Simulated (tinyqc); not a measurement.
p-n diode, drift-diffusion by the Gummel loop with Scharfetter-Gummel fluxes: current against voltage in the dark.

Abrupt junction at x = 0, p side from -Lp, n side to Ln, ohmic contacts. psi is counted from the intrinsic level; n = ni exp((psi - phin)/Vt), p = ni exp((phip - psi)/Vt). Contacts: p side psi = V - Vt ln(Na/ni), p = Na, n = ni^2/Na; n side psi = Vt ln(Nd/ni), n = Nd, p = ni^2/Nd. Constant mobilities, D = mu Vt, Boltzmann statistics, SRH recombination through a mid-gap level, U = (n p - ni^2)/(tp (n + ni) + tn (p + ni)). Current is positive from the p contact to the n contact.

ni = sqrt(Nc Nv) exp(-Eg/(2 Vt)), Eg in volts. Poisson and both continuity equations are solved self-consistently with Scharfetter-Gummel fluxes on a graded mesh of 500 nodes. J_scr is q times the integral of U between -xp and xn. Ideal diffusion current J_id = q ni^2 [Dn coth(wp/Le)/(Le Na) + Dp coth(wn/Lh)/(Lh Nd)] (exp(V/Vt) - 1), Le = sqrt(Dn tn), Lh = sqrt(Dp tp), wp = Lp - xp, wn = Ln - xn, with xp and xn from the depletion approximation (W = sqrt(2 eps0 eps_r (Vbi - V)(1/Na + 1/Nd)/q), xp = W Nd/(Na + Nd), xn = W Na/(Na + Nd), Vbi = Vt ln(Na Nd/ni^2)). Ideality factor = 0.004 V/(Vt ln[J(V + 0.004 V)/J(V)]). Here G = 0.

Values chosen for this exercise; band and dielectric values close to those of indium phosphide:

| symbol | value | unit | meaning |
|---|---|---|---|
| T | 350 | K | temperature |
| Eg | 1.32 | eV | band gap |
| eps_r | 12.5 |  | relative permittivity |
| Nc | 7.12e17 | cm^-3 | conduction-band density of states at T |
| Nv | 1.41e19 | cm^-3 | valence-band density of states at T |
| Na | 5.4e16 | cm^-3 | acceptor density of the p side |
| Nd | 1.2e16 | cm^-3 | donor density of the n side |
| mun | 3000 | cm^2/(V s) | electron mobility |
| mup | 170 | cm^2/(V s) | hole mobility |
| tn | 1e-9 | s | SRH lifetime of electrons |
| tp | 6e-9 | s | SRH lifetime of holes |
| Lp | 0.79 | um | length of the p side |
| Ln | 1 | um | length of the n side |
| G | 0 | cm^-3 s^-1 | uniform generation rate |

Constants: q = 1.602176634e-19 C, kB = 1.380649e-23 J/K, Vt = kB T/q, eps0 = 8.8541878128e-14 F/cm where lengths are in cm. Results are converted to the units shown.

Current against voltage in the dark:
```
V (V),J (A/cm^2),ideality factor,J_scr/J (%),J_id (A/cm^2),share recombining at the contacts (%),larger minority/doping at -xp and xn
0.21,2.69e-6,1.87,99.8,4.96e-9,0.176,1.12e-11
0.29,1.10e-5,1.89,99.4,7.00e-8,0.608,1.57e-10
0.38,5.39e-5,1.85,97.5,1.37e-6,2.43,3.09e-9
0.46,2.33e-4,1.75,91.7,1.93e-5,7.90,4.35e-8
0.55,0.00143,1.51,73.7,3.79e-4,25.1,8.48e-7
0.64,0.0127,1.23,42.2,0.00742,55.2,1.65e-5
0.72,0.127,1.09,18.6,0.104,77.6,2.28e-4
0.81,2.15,1.03,6.17,2.04,89.4,0.00429
0.89,28.1,1.04,2.13,28.6,93.3,0.0523
```

J rises from 2.69e-6 to 28.1 A/cm^2; the ideality factor moves up and down between 1.03 and 1.89. Recombination in the depleted layer carries over half of the current up to V = 0.55 V, where the factor is 1.51; it grows roughly as exp(V/2 Vt), so diffusion overtakes it. Where the factor is lowest (V = 0.81 V), J is 5.3 % above the ideal diffusion current.

tinyqc, about 0.2 s, one thread, Intel Xeon 2.30GHz (shared host): `OMP_NUM_THREADS=1 python tinyqc.py 2240146 2240147 out.jsonl`
